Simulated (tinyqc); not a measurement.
# Worked calculation: electron mobility in a silicon inversion layer, empirical terms and Matthiessen rule

tinyqc, about 0.01 s, one thread, Intel Xeon 2.30GHz (shared host): `OMP_NUM_THREADS=1 python tinyqc.py 2510097 2510098 out.jsonl` Printed values are rounded.

Inversion layer of sheet density Ns on a uniformly doped body. The mobility terms are empirical power laws with prefactors chosen for the exercise; adding their inverses (Matthiessen) is itself an approximation.

Parameters, values chosen for the exercise; material values close to those of silicon: temperature T = 293 K; band gap Eg = 1.11 eV; relative permittivity of the semiconductor eps_r = 11.7; conduction-band density of states at T Nc = 2.68e19 cm^-3; valence-band density of states at T Nv = 2.61e19 cm^-3; body doping Nb = 2.8e17 cm^-3; reverse body bias Vsb = 0.6 V; weight of the inversion charge in the effective field eta = 0.5; gate capacitance Cox = 2.19 uF/cm^2; phonon-limited mobility at 1 MV/cm and 300 K Ap = 384 cm^2/(V s); roughness-limited mobility at 1 MV/cm As = 756 cm^2/(V s); exponent of the roughness term gs = 2; Coulomb prefactor Ac = 2900 cm^2/(V s); charge at the interface Nit = 2.8e11 cm^-2; inversion density Ns = 6.6e12 cm^-2; ratio W/L WL = 5; drain voltage Vd = 0.05 V; measured linear current I = 71.8 uA.

Constants: q = 1.602176634e-19 C, kB = 1.380649e-23 J/K, Vt = kB T/q, eps0 = 8.8541878128e-14 F/cm where lengths are in cm. Results are converted to the units shown.

## Depletion charge and effective field

ni = sqrt(Nc Nv) exp(-Eg/(2 Vt)), Eg in volts; Ndep = sqrt(2 eps0 eps_r Nb (2 Vt ln(Nb/ni) + Vsb)/q); E = q (Ndep + eta Ns)/(eps0 eps_r), in MV/cm.

ni = 7.51710e9 cm^-3
Ndep = 2.31518e12 cm^-2
E = 0.868440 MV/cm

The depletion charge gives 41.2 % of the field.

## Mobility terms and their sum

With t = T/(300 K): muC = Ac (Ns/1e12 cm^-2) t/(Nb/1e17 cm^-3 + Nit/1e11 cm^-2), muP = Ap E^(-1/3) t^(-1.75), muS = As E^(-gs); 1/mu is the sum of the inverses.

terms (cm^2/(V s)): Coulomb 3338.11, phonon 419.464, roughness 1002.40
mu = 271.653 cm^2/(V s)
shares of 1/mu (%): Coulomb 8.13794, phonon 64.7619, roughness 27.1002

The phonon term limits most.

## Iteration 1: inversion density for the measured current

Ns at the start = 9.9e12 cm^-2

I = (W/L) q Ns mu Vd. E = q (Ndep + eta Ns)/(eps0 eps_r) in MV/cm. With t = T/(300 K): muC = Ac (Ns/1e12 cm^-2) t/(Nb/1e17 cm^-3 + Nit/1e11 cm^-2), muP = Ap E^(-1/3) t^(-1.75), muS = As E^(-gs); 1/mu is the sum of the inverses. Ns(new) = I/((W/L) q mu Vd).

E = 1.12363 MV/cm
mu = 223.839 cm^2/(V s)
Ns after iteration 1 = 8.00827e12 cm^-2

## Iteration 2: inversion density for the measured current

As before.

E = 0.977341 MV/cm
mu = 250.619 cm^2/(V s)
Ns after iteration 2 = 7.15254e12 cm^-2

## Course of the iteration: inversion density for the measured current

Stop when Ns changes by less than 1e5 cm^-2, or after 120 iterations.

Course of the iteration:
```
iteration  Ns (cm^-2)  |change| (cm^-2)
1          8.00827e12           1.89e12
2          7.15254e12           8.56e11
3          6.80649e12           3.46e11
4          6.67482e12           1.32e11
5          6.62608e12           4.87e10
6          6.60822e12           1.79e10
7          6.60171e12            6.51e9
8          6.59934e12            2.37e9
9          6.59848e12            8.63e8
10         6.59816e12            3.14e8
11         6.59805e12            1.14e8
12         6.59801e12            4.16e7
13         6.59799e12            1.51e7
14         6.59799e12            5.51e6
15         6.59798e12            2.00e6
16         6.59798e12            7.29e5
17         6.59798e12            2.65e5
18         6.59798e12            9.65e4
```

Converged in 18 iterations. At the end each change is about 0.36 times the one before: linear convergence.

## Split C-V extraction

```
point  Vg (V)  Cgc (uF/cm^2)      I (uA)
0           0     4.42859e-4  2.19086e-7
1        0.05     0.00167195  3.12357e-6
2         0.1     0.00630239  4.44293e-5
3        0.15      0.0236183  6.26423e-4
4         0.2      0.0866230  0.00855033
5        0.25       0.294827    0.104314
6         0.3       0.810603    0.923553
7        0.35        1.50984     4.49963
8         0.4        1.95666     11.8493
9        0.45        2.12298     21.0724
10        0.5        2.17185     30.4132
11       0.55        2.18517     39.1713
12        0.6        2.18872     47.1524
```

Q(Vg) is the trapezoid sum of Cgc from the first point (where Q is taken as 0); mu_eff = I/((W/L) Q Vd); mu_FE = (dI/dVg)/((W/L) Cox Vd) with a backward difference. Listed from point 4 on.

```
point  Q (uC/cm^2)  mu_eff (cm^2/(V s))  mu_FE (cm^2/(V s))
4       0.00375628              9.10510            0.289458
5        0.0132925              31.3902             3.49821
6        0.0409283              90.2607             29.9266
7        0.0989394              181.915             130.633
8         0.185602              255.371             268.483
9         0.287593              293.087             336.917
10        0.394963              308.011             341.216
11        0.503889              310.952             319.928
12        0.613236              307.564             291.547
```

At the last point mu_FE is 5.2 % below mu_eff: where the mobility falls with gate voltage the slope of I understates it.
